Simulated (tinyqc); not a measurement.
What each parameter does: delta-doped layer in the Thomas-Fermi potential.

All donors ionised in the plane z = 0, zero temperature, energies from the Fermi level EF of the Thomas-Fermi model, which lies at the bulk band edge; c = hbar^2/2m0, q = e^2/(4 pi eps0). Layer in a (001) plane: two valleys with m_z = ml, m_d = mt (unprimed) and four with m_z = mt, m_d = sqrt(ml mt) (primed); m3 = (ml mt^2)^(1/3), gv = 6. With n = (gv/3 pi^2)(m3 (-V)/c)^(3/2) and V'' = -(4 pi q/eps) n for z > 0, the solution is V = -b/(|z| + z0)^4 with sqrt(b) = 20/K, K = (4 pi q/eps)(gv/3 pi^2)(m3/c)^(3/2), and z0^5 = 4b/(e F0), e F0 = 2 pi q N/eps; 1e13/cm^2 = 1e-3/angstrom^2. Exchange and correlation are left out.

Subbands solve -(c/m_z) psi'' + V psi = E psi on 1280 points of spacing z0/80; up to ten levels for each group, kept if bound with an rms width below 2.5 z0.

Constants: hbar^2/2m0 = 3.80998211 eV angstrom^2; e^2/(4 pi eps0) = 14.39964547 eV angstrom.

Values chosen for the exercise (near those of a delta-doped layer in Si; shifted at random, so the results belong to these values and not to a real crystal): ml = 0.909 m0 (longitudinal mass); mt = 0.192 m0 (transverse mass); eps = 11.4 (dielectric constant); N = 1.5 x 1e13/cm^2 (donor sheet density).

z0, depth, lowest level and its rms width.

Results for these values:

| case | z0 (angstrom) | depth (eV) | lowest (eV) | rms z (angstrom) |
|---|---|---|---|---|
| base | 29.26 | 0.0871 | -0.0316 | 10.61 |

What happens to each result for eps = 10.3, all else kept?

Answer: z0 falls from 29.26 to 27.53; depth rises from 0.0871 to 0.0907; lowest falls from -0.0316 to -0.0320; rms z falls from 10.61 to 10.43.

The same for each parameter in turn:

| case | z0 (angstrom) | depth (eV) | lowest (eV) | rms z (angstrom) |
|---|---|---|---|---|
| base | 29.26 | 0.0871 | -0.0316 | 10.61 |
| N = 2.4 x 1e13/cm^2 | 26.63 | 0.1268 | -0.0490 | 8.74 |
| eps = 10.3 | 27.53 | 0.0907 | -0.0320 | 10.43 |
| ml = 1.045 m0 | 28.45 | 0.0847 | -0.0314 | 10.01 |
| mt = 0.163 m0 | 31.24 | 0.0930 | -0.0360 | 10.20 |

Program tinyqc; command `OMP_NUM_THREADS=1 python tinyqc.py 1250166 1250167 out.jsonl`; about 0.1 s on one thread of a shared Intel(R) Xeon(R) Processor @ 2.30GHz.
